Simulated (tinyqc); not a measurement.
Inside a calculation: donor near an oxide interface in a gate field (two-state model). Values are carried at full precision from step to step, so a last printed digit may differ when a step is redone from the rounded ones.

Interface at z = 0 (hard wall), donor at z = d, field F pulling electrons to the interface: potential e F z; 1 kV/cm = 1e-5 eV/angstrom, c = hbar^2/2m0, q = e^2/(4 pi eps0), Q = (eps - eo)/(eps + eo). Donor state: E_D = e F d - ED - q Q/(4 eps d), the last term joining the images of ion and electron. Interface state: z exp(-b z/2) exp(-rho^2/(2 L^2)) with E_z = c b^2/(4 mz) + 3 e F/b + q Q b/(8 eps), minimised over b; in the plane at z = 3/b the ion (distance D = d - 3/b) and its image (D' = d + 3/b) give E_rho = c/(mt L^2) - (q/eps)(sqrt(pi)/L)[erfcx(D/L) + Q erfcx(D'/L)], erfcx(x) = exp(x^2) erfc(x), minimised over L. E_I = E_z + E_rho.

Constants: hbar^2/2m0 = 3.80998211 eV angstrom^2; e^2/(4 pi eps0) = 14.39964547 eV angstrom.

Values chosen for the exercise (near those of a donor in Si below SiO2, static dielectric constants; shifted at random, so the results belong to these values and not to a real crystal): d = 180 angstrom (depth of the donor); ED = 45.5 meV (bulk binding energy); mz = 0.91 m0 (mass across the interface); mt = 0.196 m0 (mass in the plane); eps = 11.4 (dielectric constant of the semiconductor); eo = 3.9 (dielectric constant of the oxide); F = 36.3 kV/cm (field in the semiconductor); aD = 16.1 angstrom (donor radius); v = 0.33 (valley factor).

## The interface state across the interface

Solve c b/(2 mz) - 3 e F/b^2 + q Q/(8 eps) = 0; give Q, b, the three terms of E_z and <z> = 3/b.

Q = 0.4902
b = 0.06980 1/angstrom

kinetic, field and image terms (meV): 5.10  15.60  5.40

<z> = 43.0 angstrom

The image pushes the electron away from the oxide; without it <z> would be 37.3 angstrom.

## Binding in the plane

Give D, D', the best L, both terms and E_rho.

D, D' (angstrom): 137.0  223.0

L = 118.8 angstrom

kinetic and Coulomb terms (meV): 1.38  -9.82

E_rho = -8.44 meV

The bottom of the well lies at -12.0 meV, so the level is 30 % of the way up; L/D = 0.87. Above the critical field the ionised donor would thus still hold its electron as a dot at the interface.

## Where the electron sits

The two states couple by t = t0 exp(-D/aD) with t0 = q/(eps aD) (2 aD/L) sqrt(aD b/2) v, v a valley factor; this form is an estimate. With detuning u = E_D - E_I the splitting is sqrt(u^2 + 4 t^2) and the lower state has weight (1 - u/sqrt(u^2 + 4 t^2))/2 on the donor.

Give E_D, E_I, t, the splitting and the donor weight.

E_D, E_I (meV): 18.98  17.66

t = 0.00106 meV
splitting = 1.32 meV
donor weight = 0.000

The electron is at the interface; the contact hyperfine coupling scales with the donor weight. With this t, the tunnelling time pi hbar/(2t) at a crossing would be 976 ps (hbar = 6.58212e-16 eV s); here the detuning is 1.24e+03 t.

## Critical field

Find F at which E_D = E_I; compare the rule e F d = ED. The crossing width is 4t/(e D), with t and D formed anew at that field.

critical field = 35.3 kV/cm
ED/(e d) = 25.3 kV/cm
width = 0.0032 kV/cm

The confinement energy E_z = 25.7 meV raises the field needed and the attraction E_rho = -8.5 meV lowers it; the result is 1.40 times the simple rule.

## Checks

- E_z without images against 1.5 x 6^(2/3)/2 (c (e F)^2/mz)^(1/3), meV: both 20.31.
- E_rho from the radial equation in the full Coulomb well against the Gaussian trial function, meV: -8.5 against -8.4.

Program tinyqc; command `OMP_NUM_THREADS=1 python tinyqc.py 1250991 1250992 out.jsonl`; about 0.05 s on one thread of a shared Intel(R) Xeon(R) Processor @ 2.30GHz.
